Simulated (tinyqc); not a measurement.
# Worked calculation: CMOS inverter, nodal equation and switching

Computed by the program tinyqc: `OMP_NUM_THREADS=1 python tinyqc.py 2340084 2340085 out.jsonl`, one thread of a shared Intel Xeon 2.30GHz, about 0.03 s for the whole run. Printed values are rounded.

An n-channel pull-down (bn, VTn) and a p-channel pull-up (bp, VTp) share the input Vin and the output node Vout, which carries the load C. Transistor (EKV form, voltages against the body): I = 2 n b Vt^2 [F(vp - Vs) - F(vp - Vd)] from drain to source, F(v) = ln^2(1 + exp(v/(2 Vt))), vp = (Vg - VT + sg |Vd - Vs|)/n. n-channel bodies are at 0; for the p-channel device all voltages are counted down from Vdd. b in uA/V^2 gives I in uA. Static: In = Ip. Transient: C dVout/dt = Ip - In. No velocity saturation, no gate capacitance beyond C.

Parameters, values chosen for the exercise:
- T = 300 K (temperature)
- Vdd = 0.4 V (supply voltage)
- n = 1.33 (slope factor)
- sg = 0.036 (drain-induced barrier lowering)
- VTn = 0.44 V (n-channel threshold)
- VTp = 0.26 V (p-channel threshold (magnitude))
- bn = 670 uA/V^2 (gain factor of the pull-down transistor)
- bp = 670 uA/V^2 (gain factor of the pull-up transistor)
- C = 1.8 fF (load capacitance)
- Vin = 0.2 V (input voltage)
- dt = 300 ps (time step)

Constants: q = 1.602176634e-19 C, kB = 1.380649e-23 J/K, Vt = kB T/q. Results are converted to the units shown.

## Iteration 1: output voltage by Newton steps

Vout at the start = 0.2 V

f = In - Ip at (Vin, Vout); G = df/dVout by a central difference with +/- 1e-6 V; Vout(new) = Vout - f/G.

In = 0.00132051 uA
Ip = 0.172961 uA
G = 0.156210 uS
Vout after iteration 1 = 1.29878 V

This step lands outside the rails.

## Iteration 2: output voltage by Newton steps

As before.

In = 0.00406974 uA
Ip = -343.152 uA
G = 803.308 uS
Vout after iteration 2 = 0.871602 V

The value that enters this step is an overshoot, farther from the solution than the start was, so its intermediate quantities are not physical.

## Course of the iteration: output voltage by Newton steps

Stop when Vout changes by less than 1e-9 V, or after 30 iterations.

Course of the iteration:
```
iteration  Vout (V)  |change| (V)
1           1.29878          1.10
2          0.871602         0.427
3          0.658154         0.213
4          0.549979         0.108
5          0.488915        0.0611
6          0.448658        0.0403
7          0.420980        0.0277
8          0.405126        0.0159
9          0.400095       5.03e-3
10         0.399659       4.36e-4
11         0.399656       2.84e-6
12         0.399656      1.15e-10
```

Converged in 12 iterations. At the end the number of correct digits about doubles with each step. On the way 8 iterate(s) lie more than 5 mV outside the rails, the first at 1.30 V, before the steps return.

## Transfer curve

Vin, point 0 to 10 (V): 0  0.04  0.08  0.12  0.16  0.2  0.24  0.28  0.32  0.36  0.4

For each Vin solve In = Ip; gain = dVout/dVin.

```
point  Vout (V)  supply current (uA)     gain
0      0.400000            5.0037e-6   0.0000
1      0.400000            1.5989e-5   0.0000
2      0.399999            5.1029e-5  -0.0001
3      0.399993            1.6249e-4  -0.0003
4      0.399953            5.1532e-4  -0.0023
5      0.399656            0.0016224  -0.0176
6      0.397125            0.0050342  -0.1594
7      0.357964             0.014756  -4.5502
8      0.009195            0.0087610  -0.5718
9      0.000975            0.0028653  -0.0516
10     0.000125            9.1546e-4  -0.0062
```

The switching point Vin = Vout lies at 0.2866 V, with a gain of -21.8. The current peaks at 0.0148 uA among the points, against 5.0e-6 and 9.2e-4 uA of leakage at the ends.

## Switching point and noise margins

VM solves In = Ip with Vin = Vout. VIL and VIH are the inputs at which the gain is -1; NML = VIL - Vout(VIH), NMH = Vout(VIL) - VIH.

VM = 0.28663 V
gain at VM = -21.812
VIL = 0.26716 V
VIH = 0.31284 V
NML = 0.25252 V
NMH = 0.072523 V

VM lies 87 mV above Vdd/2, and the low margin is the larger one. With both transistors saturated the size of the gain tends to 1/sg = 27.8; here it is 21 % below that.

## Step 1: one time step of the falling output

Vout at t = 0 = 0.4 V

The input steps to Vdd at t = 0; I = In - Ip. Implicit Euler: V(new) = V - (dt/C) I(V(new)), solved for V(new); 1 ps uA/fF = 1 mV.

I(V) = 0.327337 uA
I(V(new)) = 0.313121 uA
Vout after step 1 = 0.347813 V

## Step 2: one time step of the falling output

As before.

I(V) = 0.313121 uA
I(V(new)) = 0.300380 uA
Vout after step 2 = 0.297750 V

## Delays and energy

For a step input the delay to Vdd/2 is tHL = C times the integral of dV/(In - Ip) from Vdd/2 to Vdd at Vin = Vdd, and tLH likewise with Ip - In from 0 to Vdd/2 at Vin = 0. Energy drawn for one full cycle of the output: C Vdd^2. Leakage power: Vdd times the mean of the supply currents at Vin = 0 and Vdd.

tHL = 1197.66 ps
tLH = 57.2636 ps
energy = 0.288 fJ
leakage power = 0.184093 nW

Time steps as above cross Vdd/2 at 1220 ps by linear interpolation, 2.1 % above tHL. tLH/tHL = 0.0478, with bn/bp = 1.00.
